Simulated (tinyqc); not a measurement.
What moves the results: cyclotron resonance of ellipsoidal valleys, Si type. A value that a table varies takes the place of the one given here.

Valleys along [100], [010], [001] (each with its opposite partner), mass ml along the axis and mt across it. B lies in the (1-10) plane, b = (sin(theta)/sqrt2, sin(theta)/sqrt2, cos(theta)). For the angle phi between B and the axis, 1/mc^2 = cos^2(phi)/mt^2 + sin^2(phi)/(mt ml). Resonance: h nu = 2 muB B/mc, h = 2 pi hbar.

Constants: hbar = 6.58211957e-16 eV s; muB = 5.788381798e-05 eV/T.

Inputs chosen for the exercise (near those of Si; not measured data):
```
symbol  value                        unit     meaning
ml      0.94                         m0       longitudinal mass
mt      0.198                        m0       transverse mass
ths     (0, 20, 35, 50, 65, 80, 90)  degrees  angles
g1      4.25                                  Luttinger gamma1
g2      0.34                                  gamma2
g3      1.45                                  gamma3
theta   32                           degrees  angle of B from [001] towards [110]
nu      70                           GHz      microwave frequency
```

## Rotating the field

mc against theta; [100] and [010] stay equal in this plane.

Cyclotron masses (m0):
```
theta (degrees)   [100]   [001]
0                0.4314  0.1980
20               0.3907  0.2078
35               0.3393  0.2301
50               0.2977  0.2702
65               0.2707  0.3339
80               0.2570  0.4089
90               0.2545  0.4314
```

All valleys give one line at theta = 54.7 degrees, B along [111], with mc = 0.2877. The [001] pair goes from mt to sqrt(ml mt), a factor 2.18; the other four only fall from sqrt(ml mt) to 0.2545, since their angle to B never drops below 45 degrees.

## Heavy and light holes (cyclotron masses of warped hole bands)

E = c k^2 f(n) with f = g1 -/+ 2 sqrt(g2^2 + 3 (g3^2 - g2^2)(nx^2 ny^2 + ny^2 nz^2 + nz^2 nx^2)). For the orbit through k = 0 perpendicular to b = (sin(theta)/sqrt2, sin(theta)/sqrt2, cos(theta)), mc is the mean of 1/f over the directions n in that plane (180 evenly spaced angles). Quantum effects of the lowest levels are left out.

Cyclotron masses (m0):
```
theta (degrees)   heavy   light
0                0.4251  0.1688
20               0.4746  0.1597
35               0.5435  0.1516
50               0.5810  0.1476
65               0.5774  0.1485
80               0.5636  0.1530
90               0.5594  0.1551
```

The heavy mass varies by 37 % over the table, with its largest listed value at 50 degrees ([111] lies at 54.7) and its smallest at 0; the light mass varies by 14.3 %. The warping term enters both with the same size, but it is set against a small inverse mass in one and a large one in the other (along [111], g1 - 2 g3 = 1.35 and g1 + 2 g3 = 7.15).

## What each parameter does

Resonance fields B = h nu mc/(2 muB) of the valleys [100] and [001]. Each row changes one parameter from the base and keeps the others.

Results:
```
case                [100] (T)  [001] (T)
base                   0.8733     0.5612
ml = 1.081 m0          0.9072     0.5640
mt = 0.218 m0          0.9352     0.6156
theta = 28 degrees     0.9076     0.5448
nu = 77 GHz            0.9606     0.6173
```

The largest shifts from the base row, up to three for each result and ties (the steps differ in size, so this ranks the rows, not the parameters). [100] (T): nu +0.0873, mt +0.0620, theta +0.0343. [001] (T): nu +0.0561, mt +0.0543, theta -0.0164.

tinyqc: `OMP_NUM_THREADS=1 python tinyqc.py 1252280 1252281 out.jsonl`; about 0.01 s, one thread, shared Intel(R) Xeon(R) Processor @ 2.30GHz.
